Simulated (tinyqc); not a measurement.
# MOS capacitor with interface traps: C-V stretch-out, conductance peak and subthreshold swing, step by step

A worked calculation. Computed by tinyqc, a small Python program that keeps every step. Command: `OMP_NUM_THREADS=1 python tinyqc.py 3030438 3030439 out.jsonl mostraps walk`. One thread of a shared host (Intel(R) Xeon(R) Processor @ 2.30GHz), about 0.01 s of CPU time with the checks. Intermediate numbers are printed to about 6 digits and carried at full precision; extremes and crossings named in words are read from the listed rows.

Energies at the interface are counted from the valence band. psi > 0 means bending towards depletion, so the surface potential is -psi. Boltzmann statistics, full ionisation, no quantum confinement. Traps are neutral when filled up to E_n, with a sharp (zero-temperature) occupation.

Inputs (values chosen for the exercise, for a model semiconductor):
```
quantity,value,unit
gap E_g,4.28,eV
electron mass m_e,0.28,m_0
valleys M_c,1,-
hole mass m_h,3.5,m_0
dielectric constant eps_s,12.1,-
doping N,2.2e+17,cm^-3
insulator constant eps_ox,9.05,-
insulator thickness t_ox,47,nm
work-function difference phi_ms,-0.5,V
fixed charge N_f,-5.2e+11,cm^-2
trap density D_0,5.5e+10,cm^-2 eV^-1
neutrality level E_n,2.62,eV
capture cross-section sigma,1e-16,cm^2
band bending towards depletion psi,0.77,V
temperature T,350,K
peak density D_1,1.1e+12,cm^-2 eV^-1
peak width w,0.12,eV
peak position E_p,1.84,eV
```

Substrate: n-type. Trap spectrum: flat plus a Gaussian peak.

Constants: m_0 = 9.1093837015e-31 kg; k_B = 1.380649e-23 J/K; h = 6.62607015e-34 J s; k_B = 8.617333262e-05 eV/K; eps_0 = 8.8541878128e-12 F/m; e = 1.602176634e-19 C.

## Substrate and insulator

N_c = 2 M_c (2 pi m_e k_B T/h^2)^(3/2) and N_v = 2 (2 pi m_h k_B T/h^2)^(3/2), masses in units of m_0. n_i = sqrt(N_c N_v) exp(-E_g/2 k_B T); E_F = E_g - k_B T ln(N_c/N); phi_B = (k_B T/e) ln(N/n_i); L_D = sqrt(eps_s eps_0 k_B T/(e^2 N)); C_ox = eps_ox eps_0/t_ox.

k_B T = 0.0301607 eV

n_i = 4.77274e-12 cm^-3

bulk E_F = 4.18775 eV

phi_B = 1.99062 V

Debye length L_D = 9.57461 nm

C_ox = 0.170490 microF/cm^2

effective density of states of the majority band = 4.68521e+18 cm^-3

## Charges at the given band bending

With u = psi/k_B T and r = (n_i/N)^2: F = sqrt(exp(-u) + u - 1 + r (exp(u) - u - 1)); Q_s = +sign(u) sqrt(2) eps_s eps_0 (k_B T/e) F/L_D; C_s = (eps_s eps_0/(sqrt(2) L_D)) |1 - exp(-u) + r (exp(u) - 1)|/F; at high frequency, below strong inversion, the terms in r are dropped. D(E) = D_0 + D_1 exp(-(E - E_p)^2/2 w^2). E_F at the interface is E_s = E_F - psi; Q_it = -e int from E_n to E_s of D(E) dE; C_it = e D(E_s) (per volt); V_G = phi_ms - psi - (Q_s + Q_it + e N_f)/C_ox.

E_s = 3.41775 eV

Q_s = 0.236384 microC/cm^2

C_s = 0.159753 microF/cm^2

C_s at high frequency = 0.159753 microF/cm^2

D(E_s) = 5.50e+10 cm^-2 eV^-1

Q_it = -0.00702977 microC/cm^2

C_it = 0.00881197 microF/cm^2

gate voltage V_G = -2.12659 V

The traps hold negative charge because E_s lies above E_n. Caution: traps deeper than about 24 k_B T and minority carriers reach equilibrium slowly or not at all, so the charges here are limits for very slow sweeps.

## Capacitances, high-low extraction and swing

C_LF = [1/C_ox + 1/(C_s + C_it)]^-1; C_HF = [1/C_ox + 1/C_s(HF)]^-1; high-low estimate D = [(1/C_LF - 1/C_ox)^-1 - (1/C_HF - 1/C_ox)^-1]/e; stretch-out |dV_G/d psi| = 1 + (C_s + C_it)/C_ox; swing factor at this bending (the subthreshold swing when psi lies between phi_B and 2 phi_B) S = ln(10) (k_B T/e)(1 + (C_s(HF) + C_it)/C_ox).

C_LF = 0.0847611 microF/cm^2

C_HF = 0.0824736 microF/cm^2

high-low estimate of D = 5.50e+10 cm^-2 eV^-1

stretch-out = 1.98871

swing factor S = 138.111 mV/decade

The traps add 3.59 mV/decade to the swing, whose thermal limit is 69.4; psi is below phi_B, so S is not yet the subthreshold swing of a transistor.

## Conductance peak

v = sqrt(3 k_B T/m) with the majority mass; surface density n_s = N exp(-psi/k_B T); tau = 1/(sigma v n_s); for a continuum of levels G_p/omega = C_it ln(1 + omega^2 tau^2)/(2 omega tau), which peaks at omega tau = 1.98, the frequency 1.98/(2 pi tau); potential fluctuations are left out.

v = 2.38404e+07 cm/s

n_s = 1.79850e+06 cm^-3

trap time constant = 233.226 s

peak frequency = 0.00135117 Hz

peak of G_p/omega = 0.00354568 microF/cm^2

The peak lies below 100 Hz: these traps are too slow for the usual window and need a higher temperature.

## The C-V curve with and without traps

C/C_ox = 1/(1 + C_ox/(C_s + C_it)) at low frequency; without traps C_it = Q_it = 0; the high-frequency column uses C_s(HF) alone.

Along the curve:
```
psi (V),E_s (eV),V_G (V),"V_G, no traps (V)",C_LF/C_ox,"C_LF/C_ox, no traps",C_HF/C_ox,D (cm^-2 eV^-1)
-0.0754,4.26315,0.97385,0.88892,0.946420,0.946271,0.946271,5.50000e+10
0.0151,4.17265,-0.03766,-0.11791,0.849516,0.848336,0.848336,5.50000e+10
0.2400,3.94775,-0.92113,-0.98975,0.644188,0.637522,0.637522,5.50000e+10
0.4670,3.72075,-1.48683,-1.54372,0.559689,0.549435,0.549435,5.50000e+10
0.6930,3.49475,-1.97148,-2.01669,0.510198,0.497476,0.497476,5.50000e+10
0.9200,3.26775,-2.41842,-2.45190,0.475366,0.460743,0.460743,5.50000e+10
1.1500,3.03775,-2.84554,-2.86713,0.448523,0.432342,0.432342,5.50000e+10
1.3700,2.81775,-3.23696,-3.24718,0.427911,0.410480,0.410480,5.50000e+10
1.6000,2.58775,-3.63265,-3.63098,0.410013,0.391456,0.391456,5.50000e+10
```

The same range of bending takes 4.607 V with traps and 4.520 V without: a stretch-out of 1.9 %. The minimum of C_LF/C_ox among these rows rises from 0.391 to 0.410. Fixed charge shifts both curves rigidly by +0.489 V, while the shift from trap charge changes sign where E_s passes E_n. Caution: with a gap of more than 50 k_B T deep traps and minority carriers reach equilibrium slowly or not at all, so this curve is a limit for very slow sweeps.

Checks made by the program: C_s against a finite difference of Q_s (relative difference below 1e-10); C_it against a finite difference of Q_it (relative difference below 1e-10).
